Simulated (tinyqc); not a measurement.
Rapid thermal processing of a wafer: radiative balance, ramp and cooling, pattern effects, pyrometer error and spike budget: one step, computed by the program tinyqc. Command: `OMP_NUM_THREADS=1 python tinyqc.py 3110169 3110170 out.jsonl rtp walk`. One thread of a shared host (Intel(R) Xeon(R) Processor @ 2.30GHz), about 0.04 s of CPU time with the checks.

The wafer is opaque and uniform through its thickness unless said otherwise; temperatures in formulas are in kelvin (C + 273.15). sigma = 5.670374419e-12 W/(cm^2 K^4).

Task: Power to hold and to ramp. Effective emissivity between parallel grey plates: eps_eff = 1/(1/eps + 1/(1 - r) - 1). Loss per area q(T) = 2 eps_eff sigma (T^4 - T_w^4) + h (T - T_w). Absorbed power during a ramp = q(T) + C d x ramp rate; thermal time constant tau = C d/(dq/dT), dq/dT = 8 eps_eff sigma T^3 + h; natural cooling rate q/(C d); front-to-back difference under one-sided heating at the end of the ramp = (absorbed power) d/(2 k).

Inputs (values chosen for the exercise, modelled on a hot silicon wafer): wafer thickness d = 625 micrometre; heat capacity per volume C = 2.04 J/(cm^3 K); thermal conductivity k = 0.29 W/(cm K); emissivity eps of each face = 0.71; reflectivity of the chamber walls r = 0.45; gas heat-transfer coefficient h, both faces together = 0.74 mW/(cm^2 K); wall temperature T_w = 350 K; process temperature = 801 C; ramp rate = 110 K/s.

Give: eps_eff; holding power q; power at the end of the ramp; dq/dT; time constant tau; natural cooling rate; front-to-back difference.

Result:

eps_eff = 0.4491

holding power q = 7.240 W/cm^2

power at the end of the ramp = 21.26 W/cm^2

dq/dT = 25.99 mW/(cm^2 K)

time constant tau = 4.906 s

natural cooling rate = 56.78 K/s

front-to-back difference = 2.291 K

Radiation carries 93 % of the loss. The ramp needs 2.9 times the holding power.
